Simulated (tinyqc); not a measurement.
Oxide trap near a transistor channel: two-state multiphonon kinetics, telegraph noise and bias instability: one step, computed by the program tinyqc.

An n-channel device under positive gate bias. The trap is empty (state 1) or holds an electron (state 2); both states are parabolas of equal curvature, and the electron reservoir is taken at the Fermi level of the channel.

Task: Step height and noise. Charge-sheet step dV = e (t_ox - x)/(eps_ox eps_0 W L); Lorentzian spectrum S(f) = 4 dV^2 tau_0^2/((tau_c + tau_e)(1 + (2 pi f tau_0)^2)); corner 1/(2 pi tau_0); variance dV^2 f_2 (1 - f_2) = dV^2 tau_0/(tau_c + tau_e).

Inputs (values chosen for the exercise, with an insulator like SiO2 on silicon):
```
quantity                         value  unit
insulator constant eps_ox         3.84     -
insulator thickness t_ox           3.9    nm
trap depth x from the interface    1.5    nm
temperature T                      250     K
channel width W                     20    nm
channel length L                    30    nm
frequency f                          6    Hz
```

Parts treated: one trap and an ensemble.

tau_0 = 93220.45 s

capture time tau_c = 107780.0 s

emission time tau_e = 690084.9 s

Constants: e = 1.602176634e-19 C; eps_0 = 8.8541878128e-12 F/m.

Give: threshold step dV; corner frequency; S(f); root-mean-square noise.

Result:

threshold step dV = 18.85 mV

corner frequency = 1.707e-06 Hz

S(f) = 1.253e-12 V^2/Hz

root-mean-square noise = 6.443 mV

f lies above the corner, on the 1/f^2 tail. Random dopants and current percolation, left out here, spread real steps around this value. Caution: at this temperature nuclear tunnelling through such barriers shortens the times below these classical values.
